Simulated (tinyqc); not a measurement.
Donor in an ellipsoidal valley (Kohn-Luttinger variational method). Inputs raised by 10 %, one at a time. Computed by tinyqc, a small Python program. Command: `OMP_NUM_THREADS=1 python tinyqc.py 3020771 3020772 out.jsonl kohnlutt sens`. One thread of a shared host (Intel(R) Xeon(R) Processor @ 2.30GHz), about 0.09 s of CPU time with the checks.

H = -(d^2/dx^2 + d^2/dy^2) - gamma d^2/dz^2 - 2/r in units built on m_t, with gamma = m_t/m_l and z along the valley axis. One valley; no valley-orbit or central-cell term.

Inputs (values chosen for the exercise, modelled on diamond): transverse mass m_t = 0.339 m_0; longitudinal mass m_l = 1.52 m_0; dielectric constant eps = 5.64.

Constants: Ry = 13.605693123 eV; a_0 = 0.529177210903 angstrom.

Method:
- Ry* = Ry m_t/eps^2, a* = a_0 eps/m_t, gamma = m_t/m_l.
- Trial function exp(-sqrt((x^2 + y^2)/a^2 + z^2/b^2)) with beta = b/a < 1: E = t/a^2 - u/a, t = (2 + gamma/beta^2)/3, u = 2 arcsin(sqrt(1 - beta^2))/sqrt(1 - beta^2); the best a is 2 t/u and E(beta) = -u^2/(4 t).
- Golden-section search on beta from 0.05 to 0.999, 60 steps.
- Gaussian basis: g = P exp(-al (x^2 + y^2) - be z^2) with P = 1 (s-like), z (2p0) or x (2p+-); al = 0.004 x 2.6^k, k = 0..11, and be/al = 1, gamma^(-1/2) or 1/gamma (36 functions); 1/r = (2/sqrt(pi)) int exp(-t^2 r^2) dt by 48 Gauss-Legendre points after t = sqrt(al_i + al_j) tan(theta); overlap eigenvalues below 1e-10 are dropped.

Runs; columns: (1) input moved; (2) from; (3) to; (4) 1s binding energy, trial function (meV); (5) 2p0 binding energy (meV); (6) 2p+- binding energy (meV); (7) radius a of the 1s trial function (angstrom):
```
(1)                            (2)     (3)    (4)    (5)    (6)    (7)
base run                         -       -  223.2  80.85  46.14  6.661
transverse mass m_t (m_0)    0.339  0.3729  239.8  85.02  50.14  6.149
longitudinal mass m_l (m_0)   1.52   1.672  228.3  84.52  46.68  6.563
dielectric constant eps       5.64   6.204  184.4  66.82  38.13  7.327
```

Exponents ln(y'/y) / ln(x'/x):
```
input                    1s binding energy, trial function  2p0 binding energy  2p+- binding energy  radius a of the 1s trial function
transverse mass m_t                                  0.754               0.527                0.873                             -0.840
longitudinal mass m_l                                0.241               0.465                0.124                             -0.157
dielectric constant eps                             -2.000              -2.000               -2.000                              1.000
```

Among the inputs moved here: 1s binding energy, trial function answers most in size to dielectric constant eps (exponent -2.000), next to transverse mass m_t (+0.754). Its exponent -2.000 in dielectric constant eps: energies scale as 1/eps^2 and lengths as eps. 2p0 binding energy answers most in size to dielectric constant eps (exponent -2.000), next to transverse mass m_t (+0.527). Its exponent -2.000 in dielectric constant eps: energies scale as 1/eps^2 and lengths as eps. 2p+- binding energy answers most in size to dielectric constant eps (exponent -2.000), next to transverse mass m_t (+0.873). Its exponent -2.000 in dielectric constant eps: energies scale as 1/eps^2 and lengths as eps. Radius a of the 1s trial function answers most in size to dielectric constant eps (exponent +1.000), next to transverse mass m_t (-0.840). Its exponent +1.000 in dielectric constant eps: energies scale as 1/eps^2 and lengths as eps.

Caution (all rows): a* is only a few bond lengths, so central-cell and valley-orbit terms are large. Caution (all rows): the short radius is only a few bond lengths, so the envelope approximation is rough.
